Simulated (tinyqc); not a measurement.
Hartree-Fock atom on a uniform radial grid, spin-unpolarised, for He, step by step. Computed by tinyqc, a small Python program that keeps every step. Settings: Z = 2, points = 192, R = 11.3, functional = hf2, mixing = 0.2, iteration cap = 64. Command: `OMP_NUM_THREADS=1 python tinyqc.py 28582 28583 out.jsonl` (the two numbers bound the seeds that draw the settings). One thread of a shared host (Intel(R) Xeon(R) Processor @ 2.60GHz), about 0.3 s of CPU time with the checks. Later iterations appear only in the table of the cycle.

## Iteration 1

Spherical atom on a uniform radial grid r_j = j h with h = R/(N + 1), h sum u^2 = 1 and integrals as h times sums, u(0) = u(R) = 0 (atomic units):
```
parameter            value
Z                        2
points N               192
R                11.300000
h                 0.058549
mixing            0.200000
electrons in 1s          2
```

Three-point differences turn -u''/2 + [l(l+1)/2r^2 - Z/r + V] u = e u into a tridiagonal matrix (diagonal 1/h^2 + potential, off-diagonal -1/2h^2). D = sum f u^2; the Hartree potential y/r solves y'' = -D/r with y(0) = 0, y(R) = N_e; for two electrons in one orbital exchange is -V_H/2 (Hartree-Fock); E = sum f e - int D V + int D (V_H/2 + eps_xc); V(new) = V + mixing (V_H + v_xc - V).

eigenvalues (hartree): [-1.993191]

Every 12th grid point:
```
r              V in     u(1s)         D       V_H       v_xc
0.702591   0.000000  0.974815  1.900530  2.433563  -1.216781
1.405181   0.000000  0.479817  0.460449  1.403508  -0.701754
2.107772   0.000000  0.177129  0.062750  0.947776  -0.473888
2.810363   0.000000  0.058124  0.006757  0.711589  -0.355794
3.512953   0.000000  0.017881  0.000639  0.569318  -0.284659
4.215544   0.000000  0.005281  0.000056  0.474434  -0.237217
4.918135   0.000000  0.001516  4.60e-06  0.406658  -0.203329
5.620725   0.000000  0.000426  3.64e-07  0.355826  -0.177913
6.323316   0.000000  0.000118  2.79e-08  0.316290  -0.158145
7.025907   0.000000  0.000032  2.08e-09  0.284661  -0.142330
7.728497   0.000000  0.000009  1.53e-10  0.258783  -0.129391
8.431088   0.000000  2.35e-06  1.10e-11  0.237217  -0.118609
9.133679   0.000000  6.26e-07         0  0.218970  -0.109485
9.836269   0.000000  1.65e-07         0  0.203329  -0.101665
10.538860  0.000000  4.13e-08         0  0.189774  -0.094887
11.241451  0.000000  2.29e-09         0  0.177913  -0.088956
```

total energy = -2.73810124 hartree

## Iteration 2

As before.

eigenvalues (hartree): [-1.745862]

Every 12th grid point:
```
r              V in     u(1s)         D       V_H       v_xc
0.702591   0.243356  0.965554  1.864588  2.395311  -1.197655
1.405181   0.140351  0.504287  0.508611  1.398622  -0.699311
2.107772   0.094778  0.200084  0.080067  0.947286  -0.473643
2.810363   0.071159  0.070957  0.010070  0.711545  -0.355773
3.512953   0.056932  0.023660  0.001120  0.569314  -0.284657
4.215544   0.047443  0.007587  0.000115  0.474434  -0.237217
4.918135   0.040666  0.002368  0.000011  0.406658  -0.203329
5.620725   0.035583  0.000725  1.05e-06  0.355826  -0.177913
6.323316   0.031629  0.000218  9.55e-08  0.316290  -0.158145
7.025907   0.028466  0.000065  8.47e-09  0.284661  -0.142330
7.728497   0.025878  0.000019  7.38e-10  0.258783  -0.129391
8.431088   0.023722  0.000006  6.32e-11  0.237217  -0.118609
9.133679   0.021897  1.63e-06         0  0.218970  -0.109485
9.836269   0.020333  4.70e-07         0  0.203329  -0.101665
10.538860  0.018977  1.27e-07         0  0.189774  -0.094887
11.241451  0.017791  7.32e-09         0  0.177913  -0.088956
```

total energy = -2.77983396 hartree

## Convergence

Stop when input and output potentials agree to 1e-7.

Course of the cycle (hartree):
```
iteration            E      e(1s)  largest |V(out) - V(in)|
1          -2.73810124  -1.993191                  1.99e+00
2          -2.77983396  -1.745862                  1.52e+00
3          -2.80689308  -1.556019                  1.17e+00
4          -2.82403260  -1.410130                  8.90e-01
5          -2.83465746  -1.297874                  6.77e-01
6          -2.84111776  -1.211383                  5.15e-01
7          -2.84498009  -1.144655                  3.91e-01
8          -2.84725622  -1.093105                  2.96e-01
9          -2.84858161  -1.053229                  2.24e-01
10         -2.84934593  -1.022343                  1.70e-01
11         -2.84978329  -0.998391                  1.29e-01
...                ...        ...                       ...
54         -2.85035504  -0.913648                  4.18e-06
55         -2.85035504  -0.913647                  3.34e-06
56         -2.85035504  -0.913646                  2.66e-06
57         -2.85035504  -0.913646                  2.12e-06
58         -2.85035504  -0.913646                  1.69e-06
59         -2.85035504  -0.913645                  1.35e-06
60         -2.85035504  -0.913645                  1.08e-06
61         -2.85035504  -0.913645                  8.60e-07
62         -2.85035504  -0.913645                  6.86e-07
63         -2.85035504  -0.913645                  5.47e-07
64         -2.85035504  -0.913644                  4.37e-07
```

Not converged within 64 iterations: the residual falls steadily but slowly, by a factor of about 0.80 a step. Reruns (cap 100 unless said): mixing 0.3: converged in 45; mixing 0.6: converged in 18; the original settings with a cap of 400: converged in 71. Even converged, this uniform grid resolves the cusp poorly and misses the energy of the atom.
